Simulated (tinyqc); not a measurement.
Hubbard chain of 4 sites, step by step. One step of it, computed by the program tinyqc.

Question. Mean-field iteration 2. H(up) = T + U n(down), H(down) = T + U n(up); fill the lowest levels; n(new) = n + mixing (n(out) - n); E = tr T (rho up + rho down) + U sum n_up n_down of the output.

one-body matrix (hopping and site energies) (eV), order 1, 2, 3, 4:
```
[[0.000000, -1.240000, 0.000000, 0.000000],
 [-1.240000, 0.000000, -1.240000, 0.000000],
 [0.000000, -1.240000, 0.000000, -1.240000],
 [0.000000, 0.000000, -1.240000, 0.000000]]
```

U = 10.500000 eV

electrons, up and down: [1, 1]

mixing = 0.200000

n(up) after iteration 1: [0.611899, 0.008849, 0.695873, 0.003380]

n(down) after iteration 1: [0.003380, 0.695873, 0.008849, 0.611899]

Give: levels, up; levels, down; energy; n(up) after iteration 2; n(down) after iteration 2.

Answer.

levels, up (eV): [-0.460, -0.036, 6.613, 7.743]

levels, down (eV): [-0.460, -0.036, 6.613, 7.743]

energy = -1.251 eV

n(up) after iteration 2: [0.547, 0.016, 0.686, 0.007]

n(down) after iteration 2: [0.007, 0.686, 0.016, 0.547]
